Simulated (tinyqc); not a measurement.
# From projected range R_p back to ion energy E

Model: ion implantation: universal nuclear stopping, Lindhard-Scharff electronic stopping and a Gaussian range profile. Computed by tinyqc, a small Python program. Command: `OMP_NUM_THREADS=1 python tinyqc.py 3029818 3029819 out.jsonl implant inv`. One thread of a shared host (Intel(R) Xeon(R) Processor @ 2.30GHz), about 0.3 s of CPU time with the checks.

An ion slows by elastic collisions with screened nuclei and by friction with electrons; channelling is ignored and the target is uniform.

Inputs (values chosen for the exercise, modelled on germanium ions in aluminium):

| quantity | value | unit |
|---|---|---|
| ion atomic number Z1 | 32 | - |
| ion mass M1 | 74 | u |
| target atomic number Z2 | 13 | - |
| target mass M2 | 26.98 | u |
| target density N | 60.2 | 1/nm^3 |
| scale factor of electronic stopping k | 1.4 | - |

Method:
- Reduced energy eps = 32.53 M2 E/(Z1 Z2 (M1 + M2)(Z1^0.23 + Z2^0.23)), E in keV; s_n = ln(1 + 1.1383 eps)/(2 (eps + 0.01321 eps^0.21226 + 0.19593 eps^0.5)) for eps up to 30 and ln(eps)/(2 eps) above; S_n = 8.462 Z1 Z2 M1 s_n/((M1 + M2)(Z1^0.23 + Z2^0.23)) in 1e-15 eV cm^2.
- S_e = k 3.83 Z1^(7/6) Z2/(Z1^(2/3) + Z2^(2/3))^(3/2) sqrt(E/M1) in 1e-15 eV cm^2, E in keV.
- Path length R = int_0^E dE'/(N (S_n + S_e)); energy lost to nuclei nu = int_0^E S_n/(S_n + S_e) dE' (both with E' = E y^3 and 64 Gauss-Legendre points in y).
- Estimates of Lindhard type: R_p = R/(1 + M2/(3 M1)), straggle dR_p = (2/3) R_p sqrt(M1 M2)/(M1 + M2).

Question. A run gave the result below. Find the ion energy E, known to lie between 7.8 and 15 keV.

projected range R_p = 13.66693 nm

Answer.

Each step takes the trial c = (a f_b - b f_a)/(f_b - f_a), f being the result less the target and a, b, c the logarithms of the listed values; c replaces end b, the old b replaces a if the sign of f changed, and otherwise f_a is halved.

Scan of the range:

| ion energy E (keV) | projected range R_p (nm) |
|---|---|
| 7.8 | 10.6363 |
| 8.7 | 11.3350 |
| 9.7 | 12.0877 |
| 10.8 | 12.8916 |
| 12.1 | 13.8142 |
| 13.5 | 14.7799 |
| 15.0 | 15.7876 |

False position (Illinois rule, in the logarithm of the input) inside the bracket:

| step | end a | end b | trial | projected range R_p (nm) |
|---|---|---|---|---|
| 1 | 10.8000 | 12.1000 | 11.8825 | 13.6617 |
| 2 | 12.1000 | 11.8825 | 11.8900 | 13.6669 |
| 3 | 12.1000 | 11.8900 | 11.8901 | 13.6670 |
| 4 | 11.8900 | 11.8901 | 11.8900 | 13.6669 |

Projected range R_p rises at every point of a 13-point scan of the range (every second point is shown), so one value fits; it is bracketed by 10.8 and 12.1. Answer: ion energy E = 11.89 keV.
